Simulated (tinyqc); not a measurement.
# Slope factor and drain-induced lowering from three currents

Question. With source and body at 0 V, I = A exp((Vg + dd Vd)/(nf Vt)) (1 - exp(-Vd/Vt)). Find nf, the swing nf Vt ln 10 and dd.

Parameters, values chosen for the exercise:
- T = 398 K (temperature)

Constants: q = 1.602176634e-19 C, kB = 1.380649e-23 J/K, Vt = kB T/q. Results are converted to the units shown.

currents at (Vg, Vd) = (0, 0.05), (0, 0.7) and (0.09, 0.7) V (nA/um): [6.1597937, 16.114750, 110.96865]

Answer. The pair at equal Vd gives nf; the pair at equal Vg, after dividing out the factors 1 - exp(-Vd/Vt), gives dd.

nf = 1.36
swing = 107 mV/decade
dd = 0.0500

Numbers from tinyqc (`OMP_NUM_THREADS=1 python tinyqc.py 2242163 2242164 out.jsonl`; about 0.04 s on one thread of a shared Intel Xeon 2.30GHz).
